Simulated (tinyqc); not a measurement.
# Inductance and parasitic capacitance from two readings

Inverse problem. A loss-free coil L in parallel with C shows the apparent inductance L/(1 - w^2 L C), w = 2 pi f. Find L, C and the self-resonance 1/(2 pi sqrt(L C)).

apparent inductance at 4.2 and 8.7 GHz (nH): [4.7199183, 9.3941829]

Answer. The inverse of the reading is 1/L - w^2 C, a straight line in w^2.

L = 4.100 nH
C = 46.00 fF
self-resonance = 11.59 GHz

tinyqc, about 0.01 s, one thread, Intel Xeon 2.30GHz (shared host): `OMP_NUM_THREADS=1 python tinyqc.py 2302205 2302206 out.jsonl`
